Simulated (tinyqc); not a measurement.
Inputs raised by 2 %, one at a time: velocity overshoot from momentum and energy balance equations after a field step. Computed by tinyqc, a small Python program. Command: `OMP_NUM_THREADS=1 python tinyqc.py 3029167 3029168 out.jsonl overshoot sens`. One thread of a shared host (Intel(R) Xeon(R) Processor @ 2.30GHz), about 0.06 s of CPU time with the checks.

At t = 0 the field jumps from 0 to F in a uniform sample. v is the drift velocity and u = w - (3/2) k_B T the excess energy per carrier.

Inputs (values chosen for the exercise, modelled on electrons in 4H-SiC except for tau_E):
```
quantity                      value        unit
effective mass m               0.34         m_0
low-field mobility mu_0         940  cm^2/(V s)
saturation velocity v_s         1.9    1e7 cm/s
energy relaxation time tau_E   0.78          ps
field after the step F           16       kV/cm
lattice temperature T           300           K
time step dt                      8          fs
```

Scheme: implicit in the damping.

Constants: m_0 = 9.1093837015e-31 kg; e = 1.602176634e-19 C; k_B = 8.617333262e-05 eV/K.

Method:
- dv/dt = e F/m - v/tau_m(u), du/dt = e F v - u/tau_E, tau_m(u) = tau_0/(1 + c u), tau_0 = m mu_0/e, c = mu_0/(e tau_E v_s^2); this choice gives the steady state v (1 + mu_0 F v/v_s^2) = mu_0 F, which saturates at v_s. Steady velocity v = 2 mu_0 F/(1 + sqrt(1 + 4 (mu_0 F/v_s)^2)); u = e F v tau_E; carrier temperature T + 2u/(3 k_B), neglecting the drift energy m v^2/2.
- Step: v_new = (v + dt e F/m)/(1 + dt/tau_m(u)), u_new = (u + dt e F v_new)/(1 + dt/tau_E). Start v = u = 0; the distance adds dt (v + v_new)/2.
- Run to 8 times the larger of tau_E and tau_0, but at most 20001 steps, and stop early if |v| > 1000 v_s or u < -1/(2c); the run is accepted if the last v is within 0.5 % of the steady value.

Runs; columns: (1) input moved; (2) from; (3) to; (4) peak velocity (1e7 cm/s); (5) peak over steady velocity; (6) steady velocity (1e7 cm/s); (7) steady carrier temperature (K):
```
(1)                                    (2)     (3)    (4)    (5)    (6)   (7)
base run                                 -       -  1.257  1.200  1.047  1311
effective mass m (m_0)                0.34  0.3468  1.255  1.198  1.047  1311
low-field mobility mu_0 (cm^2/(V s))   940   958.8  1.274  1.204  1.058  1322
saturation velocity v_s (1e7 cm/s)     1.9   1.938  1.262  1.194  1.057  1320
energy relaxation time tau_E (ps)     0.78  0.7956  1.259  1.202  1.047  1331
field after the step F (kV/cm)          16   16.32  1.277  1.206  1.058  1342
```

Exponents ln(y'/y) / ln(x'/x):
```
input                         peak velocity  peak over steady velocity  steady velocity  steady carrier temperature
effective mass m                     -0.083                     -0.083            0.000                       0.000
low-field mobility mu_0               0.706                      0.175            0.530                       0.409
saturation velocity v_s               0.206                     -0.256            0.462                       0.357
energy relaxation time tau_E          0.084                      0.084            0.000                       0.773
field after the step F                0.790                      0.259            0.530                       1.184
```

Among the inputs moved here: peak velocity answers most in size to field after the step F (exponent +0.790), next to low-field mobility mu_0 (+0.706). Peak over steady velocity answers most in size to field after the step F (exponent +0.259), and about equally to saturation velocity v_s (-0.256). Steady velocity answers most in size to low-field mobility mu_0 (exponent +0.530), and about equally to field after the step F (+0.530); its exponent is below 0.0005 for effective mass m, energy relaxation time tau_E. Its exponent 0.000 in energy relaxation time tau_E: c is tied to tau_E so that the steady curve is fixed. Steady carrier temperature answers most in size to field after the step F (exponent +1.184), next to energy relaxation time tau_E (+0.773); its exponent is below 0.0005 for effective mass m.

Extremes, crossings and ranges named in words are read from the listed rows.
